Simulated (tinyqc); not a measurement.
Inside a calculation. Method: RHF in the sto-3g basis, for H6, spin multiplicity 1. One step of it, computed by the program tinyqc.

Task: Iteration 2: diagonalisation and new density. Diagonalise F' = X^T F X, C = X C', fill 3 alpha and 3 beta electrons from the bottom; D = 2 C_occ C_occ^T; the new density keeps 0.5 of the old one (damping). Each column has its largest component positive (the first on a tie).

extrapolated F (hartree):
```
,1H 1s,2H 1s,3H 1s,4H 1s,5H 1s,6H 1s
1H 1s,-0.208769,-0.463753,-0.177542,-0.041756,-0.010832,-0.004645
2H 1s,-0.463753,-0.339565,-0.459222,-0.237890,-0.045448,-0.005175
3H 1s,-0.177542,-0.459222,-0.513783,-0.606516,-0.220392,-0.083622
4H 1s,-0.041756,-0.237890,-0.606516,-0.498291,-0.467430,-0.267904
5H 1s,-0.010832,-0.045448,-0.220392,-0.467430,-0.592866,-0.675493
6H 1s,-0.004645,-0.005175,-0.083622,-0.267904,-0.675493,-0.450242
```

X:
```
,1,2,3,4,5,6
1H 1s,0.568809,-0.832232,-0.713555,0.473754,-0.367882,0.187384
2H 1s,-1.010258,1.061051,0.486203,0.211246,-0.375323,0.263988
3H 1s,1.382352,-0.379835,0.649686,-0.444366,-0.122691,0.325152
4H 1s,-1.381388,-0.384994,-0.648386,-0.444394,0.123232,0.325069
5H 1s,1.006852,1.061190,-0.488650,0.211256,0.375554,0.263717
6H 1s,-0.565922,-0.830670,0.715121,0.474229,0.367918,0.187026
```

D after iteration 1:
```
,1H 1s,2H 1s,3H 1s,4H 1s,5H 1s,6H 1s
1H 1s,1.311231,-0.583320,-0.897816,0.076897,0.388734,-0.021178
2H 1s,-0.583320,1.451086,0.575284,-0.364025,0.187448,-0.685749
3H 1s,-0.897816,0.575284,1.325362,-0.726158,0.037653,0.476580
4H 1s,0.076897,-0.364025,-0.726158,1.787079,-1.473001,0.196508
5H 1s,0.388734,0.187448,0.037653,-1.473001,2.502434,-0.828389
6H 1s,-0.021178,-0.685749,0.476580,0.196508,-0.828389,1.709058
```

overlap S:
```
,1H 1s,2H 1s,3H 1s,4H 1s,5H 1s,6H 1s
1H 1s,1.000000,0.666420,0.189847,0.055884,0.007399,0.001229
2H 1s,0.666420,1.000000,0.511332,0.189847,0.035054,0.007382
3H 1s,0.189847,0.511332,1.000000,0.666420,0.189847,0.055781
4H 1s,0.055884,0.189847,0.666420,1.000000,0.511332,0.189560
5H 1s,0.007399,0.035054,0.189847,0.511332,1.000000,0.665765
6H 1s,0.001229,0.007382,0.055781,0.189560,0.665765,1.000000
```

Give: F' = X^T F X; orbital energies; coefficients C; D after iteration 2.

Result:

F' = X^T F X (hartree):
```
,1,2,3,4,5,6
1,1.4081,-0.1209,-0.0733,-0.0570,-0.0247,-0.0094
2,-0.1209,0.8598,0.0630,-0.0648,-0.0214,-0.0248
3,-0.0733,0.0630,0.3356,0.0306,0.0579,-0.0440
4,-0.0570,-0.0648,0.0306,-0.3661,-0.1012,0.0418
5,-0.0247,-0.0214,0.0579,-0.1012,-0.5861,-0.0932
6,-0.0094,-0.0248,-0.0440,0.0418,-0.0932,-0.7510
```

orbital energies (hartree): MO1 -0.7941, MO2 -0.6044, MO3 -0.3179, MO4 0.3316, MO5 0.8437, MO6 1.4414

coefficients C:
```
,MO1,MO2,MO3,MO4,MO5,MO6
1H 1s,0.0041,0.1188,0.5787,-0.6040,-0.7779,0.7754
2H 1s,0.1047,0.3405,0.4102,0.2884,0.8436,-1.2443
3H 1s,0.2553,0.4532,-0.2710,0.7250,0.0025,1.3878
4H 1s,0.3106,0.1998,-0.4535,-0.7073,-0.7048,-1.2067
5H 1s,0.4227,-0.3899,0.1608,-0.5092,1.1810,0.7895
6H 1s,0.3156,-0.3407,0.2553,0.7893,-0.9004,-0.4498
```

D after iteration 2:
```
,1H 1s,2H 1s,3H 1s,4H 1s,5H 1s,6H 1s
1H 1s,1.0046,-0.0134,-0.5508,-0.1990,0.2429,0.0980
2H 1s,-0.0134,1.0207,0.3575,-0.2675,0.0712,-0.3211
3H 1s,-0.5508,0.3575,1.0066,-0.0704,-0.0936,0.0953
4H 1s,-0.1990,-0.2675,-0.0704,1.2356,-0.7561,0.0124
5H 1s,0.2429,0.0712,-0.0936,-0.7561,1.6078,-0.1069
6H 1s,0.0980,-0.3211,0.0953,0.0124,-0.1069,1.1354
```
